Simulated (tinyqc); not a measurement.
Reflectance at normal incidence against thickness.

Normal incidence on air, film (n1) and substrate (N2 = n2 - i k2): r01 = (1 - n1)/(1 + n1), r12 = (n1 - N2)/(n1 + N2), amplitude (r01 + r12 X)/(1 + r01 r12 X), X = exp(-4 pi i n1 d/lam), R its squared modulus, phase from 0 to 360 degrees.

Inputs (values chosen for the exercise): wavelength lam = 632.8 nm; index of the transparent film n1 = 1.454; index of the substrate n2 = 3.882; extinction coefficient of the substrate k2 = 0.019.

Reflectance at normal incidence against thickness:

| d (nm) | R (%) | phase of the reflected amplitude (degrees) |
|---|---|---|
| 0 | 34.85 | 179.8 |
| 28 | 31.80 | 149.7 |
| 55 | 23.68 | 115.9 |
| 82 | 13.58 | 69.45 |
| 110 | 8.708 | 356.0 |
| 138 | 14.50 | 285.0 |
| 165 | 24.66 | 240.4 |
| 192 | 32.35 | 207.2 |
| 220 | 34.83 | 177.3 |

What does the table show?

R goes from 34.9 through a minimum of 8.71 (at d = 110 nm among the rows listed) to 34.8 %. At a quarter wave, d = 109 nm, R = 8.69 %; for a transparent substrate it would vanish for n1 = sqrt(n2) = 1.97.

Program tinyqc, `OMP_NUM_THREADS=1 python tinyqc.py 2870204 2870205 out.jsonl`; Intel Xeon 2.30GHz, shared host, one thread, about 0.01 s.
